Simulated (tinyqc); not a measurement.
BHZ model on a square lattice (one spin block): sweeps and comparisons. A value that a table varies takes the place of the one given here.

h(k) = e0 + d.s with s the Pauli matrices in the basis (E, H), k in units of 1/a: dx = (A/a) sin kx, dy = (A/a) sin ky, dz = M - (2B/a^2)(2 - cos kx - cos ky), e0 = -(2D/a^2)(2 - cos kx - cos ky). The other spin block is h*(-k). For small k this is the continuum model with dz = M - B k^2.

Parameters, chosen for this exercise (of the size used for InAs / GaSb double wells; shifted at random, so the results belong to these values and not to a real crystal): A = 0.76 eV angstrom; B = -90.1 eV angstrom^2; D = -20.9 eV angstrom^2; a = 50 angstrom (grid spacing); M = 0.0155 eV (mass term); k = (-0.03, 0.46) 1/a (wave vector).

## Through the transition

M is varied. Direct gap at Gamma 2|M|; smallest direct gap on kx = 0 to 1 in steps of 0.01; nu = 1 for M/B > 0, else 0; middle gap of a ribbon of 40 rows at kx = 0 (block (A/a) sy/(2i) + (B/a^2) sz + D/a^2 between rows, hard walls).

Against M (meV):
```
M    2|M|  smallest direct gap  nu  ribbon gap
-40  80.0                29.03   1       0.006
-25  50.0                22.62   1       0.001
-15  30.0                17.83   1       0.002
-8   16.0                12.64   1       0.004
-3    6.0                 6.00   1       0.003
3     6.0                 6.00   0       6.717
8    16.0                16.00   0      16.559
15   30.0                30.00   0      30.501
30   60.0                60.00   0      60.464
```

What can be read from the table?

With B < 0, negative M is inverted. There edge states cross the bulk gap: the ribbon gap is 0.001 against 22.6 meV at M = -25 meV, and 0.003 against 6.0 at -3 meV, while for positive M confinement raises it above 2|M| (30.50 against 30 meV at M = 15 meV). For M = -40, -25, -15 and -8 meV the smallest direct gap has left Gamma, so at least one band is camel-backed.

## What each parameter does

Levels at k and dz there. Each row changes one parameter from the base and keeps the others.

Results:
```
case                      lower (meV)  upper (meV)  dz (meV)
base                          -22.252       25.743    23.025
A = 0.836 eV angstrom         -22.452       25.943    23.025
B = -99.11 eV angstrom^2      -22.975       26.466    23.777
D = -16.72 eV angstrom^2      -22.601       25.394    23.025
M = 0.0205 eV                 -27.084       30.575    28.025
a = 52 angstrom               -21.766       24.994    22.457
```

How do the results move?

The largest shifts from the base row, up to three for each result and ties (the steps differ in size, so this ranks the rows, not the parameters). lower (meV): M -4.832, B -0.723, a +0.486. upper (meV): M +4.832, a -0.750, B +0.723. dz (meV): M +5.000, B +0.752, a -0.568; unchanged at the printed digits by A and D. D shifts both levels alike and leaves the states, so it cannot change the topology while the gap stays open.

(tinyqc, `OMP_NUM_THREADS=1 python tinyqc.py 1480184 1480185 out.jsonl`, Intel(R) Xeon(R) Processor @ 2.30GHz, 1 thread, shared host, about 0.1 s.)
